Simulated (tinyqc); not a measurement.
Dopants and charged point defects at anneal temperature: Fermi-level effect, clustering and pairing. Inputs raised by 10 %, one at a time. Computed by tinyqc, a small Python program. Command: `OMP_NUM_THREADS=1 python tinyqc.py 3029984 3029985 out.jsonl pairing sens`. One thread of a shared host (Intel(R) Xeon(R) Processor @ 2.30GHz), about 0.06 s of CPU time with the checks.

Boltzmann statistics and full ionisation of active dopants. Energies are counted from the valence band; the defect (a vacancy or self-interstitial) has five charge states, with all degeneracy factors one.

Inputs (values chosen for the exercise, with bands modelled on silicon): gap at 0 K E_g0 = 1.18 eV; Varshni alpha = 0.000456 eV/K; Varshni beta = 661 K; electron mass m_e = 0.322 m_0; valleys M_c = 6; hole mass m_h = 0.785 m_0; anneal temperature T = 1000 K; total dopant density N = 1.2e+20 cm^-3; formation enthalpy of the neutral defect H_f = 2.63 eV; formation entropy S_f = 6 k_B; site density N_s = 4.8e+22 cm^-3; intrinsic dopant diffusivity D_i = 1e-14 cm^2/s; anneal time t = 800 s; dopant atoms per cluster k = 4; cluster binding energy E_b = 2.07 eV.

Dopant: donor. Second part: clustering of the dopant.

defect levels as fractions of E_g(T): (2+/+), (+/0), (0/-), (-/2-): [0.19, 0.13, 0.68, 0.63]

Constants: m_0 = 9.1093837015e-31 kg; k_B = 1.380649e-23 J/K; h = 6.62607015e-34 J s; k_B = 8.617333262e-05 eV/K.

Method:
- E_g = E_g0 - alpha T^2/(T + beta).
- N_c = 2 M_c (2 pi m_e k_B T/h^2)^(3/2) and N_v = 2 (2 pi m_h k_B T/h^2)^(3/2), masses in units of m_0.
- n_i = sqrt(N_c N_v) exp(-E_g/2 k_B T); E_i = E_g/2 + (k_B T/2) ln(N_v/N_c).
- n = A/2 + sqrt(A^2/4 + n_i^2) for an active density A.
- k ionised dopants and k carriers form one neutral cluster: C = N_s (A/N_s)^k (n/N_b)^k exp(E_b/k_B T), N_b the effective density of states of the majority band, and N = A + k C (60 bisections in ln A between ln N - 90 and ln N).
- chi = n/n_i (for acceptors n_i/p); E_F = E_i + k_B T ln chi; field enhancement h = 1 + A/sqrt(A^2 + 4 n_i^2).
- C_0 = N_s exp(S_f/k_B) exp(-H_f/k_B T). Ratios to the neutral state at E_F = E_i: r_+ = exp((E(+/0) - E_i)/k_B T), r_2+ = r_+ exp((E(2+/+) - E_i)/k_B T), r_- = exp((E_i - E(0/-))/k_B T), r_2- = r_- exp((E_i - E(-/2-))/k_B T); at other E_F state q scales as chi^(-q). The enhancement is sum r_q chi^(-q)/sum r_q. The charge on the defects is left out of neutrality.
- If every charge state of the defect carries the dopant equally well, D = D_i x enhancement x h x (active share A/N, a rough stand-in that overstates the dA/dN which immobile clusters call for), D_i being an input held fixed when T or H_f is moved; diffusion length 2 sqrt(D t).

Runs; columns: (1) input moved; (2) from; (3) to; (4) active density A (cm^-3); (5) enhancement over intrinsic; (6) diffusion length (nm); (7) all defects, doped (cm^-3):
```
(1)                                                    (2)       (3)         (4)     (5)     (6)         (7)
base run                                                 -         -  5.2120e+19  125.06  589.56  1.5786e+14
total dopant density N (cm^-3)                     1.2e+20  1.32e+20  5.3109e+19  129.67  577.79  1.6368e+14
cluster binding energy E_b (eV)                       2.07     2.277  3.9434e+19   73.39  392.81  9.2635e+13
formation enthalpy of the neutral defect H_f (eV)     2.63     2.893  5.2120e+19  125.06  589.56  7.4613e+12
gap at 0 K E_g0 (eV)                                  1.18     1.298  5.2123e+19  325.16  950.72  3.9443e+14
intrinsic dopant diffusivity D_i (cm^2/s)            1e-14   1.1e-14  5.2120e+19  125.06  618.33  1.5786e+14
anneal time t (s)                                      800       880  5.2120e+19  125.06  618.33  1.5786e+14
```

Exponents ln(y'/y) / ln(x'/x):
```
input                                         active density A  enhancement over intrinsic  diffusion length  all defects, doped
total dopant density N                                   0.197                       0.380            -0.212               0.380
cluster binding energy E_b                              -2.926                      -5.593            -4.260              -5.593
formation enthalpy of the neutral defect H_f             0.000                       0.000             0.000             -32.022
gap at 0 K E_g0                                          0.001                      10.025             5.014               9.608
intrinsic dopant diffusivity D_i                         0.000                       0.000             0.500               0.000
anneal time t                                            0.000                       0.000             0.500               0.000
```

Among the inputs moved here: active density A answers most in size to cluster binding energy E_b (exponent -2.926), next to total dopant density N (+0.197); its exponent is below 0.0005 for formation enthalpy of the neutral defect H_f, intrinsic dopant diffusivity D_i, anneal time t. Enhancement over intrinsic answers most in size to gap at 0 K E_g0 (exponent +10.025), next to cluster binding energy E_b (-5.593); its exponent is below 0.0005 for formation enthalpy of the neutral defect H_f, intrinsic dopant diffusivity D_i, anneal time t. Diffusion length answers most in size to gap at 0 K E_g0 (exponent +5.014), next to cluster binding energy E_b (-4.260); its exponent is below 0.0005 for formation enthalpy of the neutral defect H_f. Its exponent +0.500 in intrinsic dopant diffusivity D_i: diffusion, sqrt(D t). Its exponent +0.500 in anneal time t: diffusion, sqrt(D t). all defects, doped answers most in size to formation enthalpy of the neutral defect H_f (exponent -32.022), next to gap at 0 K E_g0 (+9.608); its exponent is below 0.0005 for intrinsic dopant diffusivity D_i, anneal time t.
